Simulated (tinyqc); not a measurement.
Rayleigh-quotient iteration on a symmetric matrix, step by step. One step of it, computed by the program tinyqc.

Question. Step 3. solve (A - shift) w = v; v' = w/|w| with its largest component positive (the first on a tie); lambda = v'^T A v'; the next shift is lambda.

A:
$$\begin{pmatrix}
0.087000 & -0.087000 & 0.920000 & -0.282000 & -0.038000 & 0.543000 \\
-0.087000 & 0.320000 & -1.305000 & 0.121000 & -0.801000 & 0.487000 \\
0.920000 & -1.305000 & 1.871000 & 1.270000 & 0.859000 & -0.913000 \\
-0.282000 & 0.121000 & 1.270000 & 2.428000 & 0.805000 & 0.286000 \\
-0.038000 & -0.801000 & 0.859000 & 0.805000 & 3.018000 & 0.353000 \\
0.543000 & 0.487000 & -0.913000 & 0.286000 & 0.353000 & 4.961000
\end{pmatrix}$$

vector after step 2: [0.651016, 0.720323, 0.047970, -0.002894, 0.192565, -0.133876]

Rayleigh quotient after step 2 = -0.117649

Give: vector after step 3; Rayleigh quotient after step 3.

Answer.

vector after step 3: [0.659, 0.708, 0.011, -0.015, 0.206, -0.150]

Rayleigh quotient after step 3 = -0.120
